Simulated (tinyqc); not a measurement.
A finite superlattice with mass mismatch, transfer matrices: one step of the calculation.

One electron of energy E comes from the left lead (band edge 0); no transverse momentum. Parabolic bands, masses in units of m0, C = hbar^2/(2 m0); psi and psi'/m are continuous at every interface. N periods of a barrier d1 followed by a well Lw; the right lead equals the left one.

Question. Matrices of the layers. For the pair (psi, psi'/m) a flat layer has M = [[cos kd, (m/k) sin kd], [-(k/m) sin kd, cos kd]] with k = sqrt(m (E - U)/C) above its edge U, and M = [[cosh Kd, (m/K) sinh Kd], [(K/m) sinh Kd, cosh Kd]] with K = sqrt(m (U - E)/C) below it. M12 is in nm, M21 in 1/nm.

Values chosen for this exercise; masses and offsets close to those of InGaAs wells and InAlAs barriers:
- mL = 0.04 m0 (mass in the left lead)
- U1 = 0.53 eV (barrier height)
- m1 = 0.076 m0 (barrier mass)
- d1 = 0.8 nm (barrier width)
- Lw = 7.8 nm (well width (edge 0, mass mL))
- E = 0.164 eV (electron energy)

Constants: q = 1.602176634e-19 C, hbar = 1.054571817e-34 J s, m0 = 9.1093837015e-31 kg, hbar^2/(2 m0) = 0.0380998212 eV nm^2. Results are converted to the units shown.

Wanted: M of layer 1; M of layer 2.

Answer.

M of layer 1:
```
	1	2
1	1.2429	0.065647
2	8.2977	1.2429
```

M of layer 2:
```
	1	2
1	-0.99549	-0.0091419
2	0.98378	-0.99549
```

Range of the model: Masses are held fixed, although real bands cease to be parabolic a few tenths of an eV from their edges (inside a barrier too).

Computed by the program tinyqc: `OMP_NUM_THREADS=1 python tinyqc.py 2560013 2560014 out.jsonl`, one thread of a shared Intel Xeon 2.30GHz, about 0.01 s for the whole run.
